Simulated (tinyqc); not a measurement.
Double-gate transistor below threshold, two-dimensional Poisson equation on a small mesh: one step of the calculation.

Half of a symmetric double-gate structure: row 0 is the mid-plane of the body, where the normal field vanishes. Mobile charge is neglected (subthreshold), the body is fully depleted, and potentials are counted from the intrinsic level; rows run upward to the gate, columns from source to drain.

Task. Over-relaxation sweep (omega = 1.5). Free nodes: rows 0..3, columns 1..5, taken row by row from row 0, left to right. t = (up psi(above) + dn psi(below) + lat [psi(left) + psi(right)] + s)/(up + dn + 2 lat), with the newest neighbours; psi(new) = psi + 1.5 (t - psi).

psi after iteration 1 (V):

|  | j=0 | j=1 | j=2 | j=3 | j=4 | j=5 | j=6 |
|---|---|---|---|---|---|---|---|
| row 0 | 0.52000000 | 0.57000000 | 0.62000000 | 0.67000000 | 0.72000000 | 0.77000000 | 0.82000000 |
| row 1 | 0.52000000 | 0.57000000 | 0.62000000 | 0.67000000 | 0.72000000 | 0.77000000 | 0.82000000 |
| row 2 | 0.52000000 | 0.57000000 | 0.62000000 | 0.67000000 | 0.72000000 | 0.77000000 | 0.82000000 |
| row 3 | 0.52000000 | 0.39524684 | 0.41540338 | 0.44965174 | 0.48527046 | 0.52102245 | 0.82000000 |
| row 4 | -0.11000000 | -0.11000000 | -0.11000000 | -0.11000000 | -0.11000000 | -0.11000000 | -0.11000000 |

| row | up | dn | lat | s (V) |
|---|---|---|---|---|
| 0 | 49.5 | 0 | 2.2727273 | 0 |
| 1 | 49.5 | 49.5 | 4.5454545 | 0 |
| 2 | 49.5 | 49.5 | 4.5454545 | 0 |
| 3 | 12.132353 | 49.5 | 4.5909091 | 0 |

Find: psi after iteration 2.

Result.

psi after iteration 2 (V):

|  | j=0 | j=1 | j=2 | j=3 | j=4 | j=5 | j=6 |
|---|---|---|---|---|---|---|---|
| row 0 | 0.52000 | 0.57000 | 0.62000 | 0.67000 | 0.72000 | 0.77000 | 0.82000 |
| row 1 | 0.52000 | 0.57000 | 0.62000 | 0.67000 | 0.72000 | 0.77000 | 0.82000 |
| row 2 | 0.52000 | 0.44996 | 0.47189 | 0.50930 | 0.54862 | 0.58816 | 0.82000 |
| row 3 | 0.52000 | 0.33686 | 0.33530 | 0.36071 | 0.39008 | 0.44559 | 0.82000 |
| row 4 | -0.11000 | -0.11000 | -0.11000 | -0.11000 | -0.11000 | -0.11000 | -0.11000 |

Computed by the program tinyqc: `OMP_NUM_THREADS=1 python tinyqc.py 2480079 2480080 out.jsonl`, one thread of a shared Intel Xeon 2.30GHz, about 0.09 s for the whole run.
